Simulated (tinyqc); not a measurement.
Extended Hueckel theory, for H4, step by step. One step of it, computed by the program tinyqc.

Problem. Mulliken analysis. P = C n C^T; charge = valence electrons (H 1) minus the sum of (P S)_ii on the atom; overlap population = 2 sum P_ij S_ij between two atoms.

coefficients:
```
            MO1        MO2        MO3        MO4
1H 1s  0.321054   0.559993   0.683637   1.015437
2H 1s  0.321054   0.559993  -0.683637  -1.015437
3H 1s  0.321054  -0.559993   0.683637  -1.015437
4H 1s  0.321054  -0.559993  -0.683637   1.015437
```

occupations: 2.000000  2.000000  0.000000  0.000000

overlap S:
```
          1H 1s     2H 1s     3H 1s     4H 1s
1H 1s  1.000000  0.611311  0.480164  0.333932
2H 1s  0.611311  1.000000  0.333932  0.480164
3H 1s  0.480164  0.333932  1.000000  0.611311
4H 1s  0.333932  0.480164  0.611311  1.000000
```

Give: charges; Overlap populations.

Solution.

charges: 1H 0.000, 2H 0.000, 3H 0.000, 4H 0.000

Overlap populations:
```
pair      value
2-1    1.018853
3-1   -0.404329
3-2   -0.281192
4-1   -0.281192
4-2   -0.404329
4-3    1.018853
```
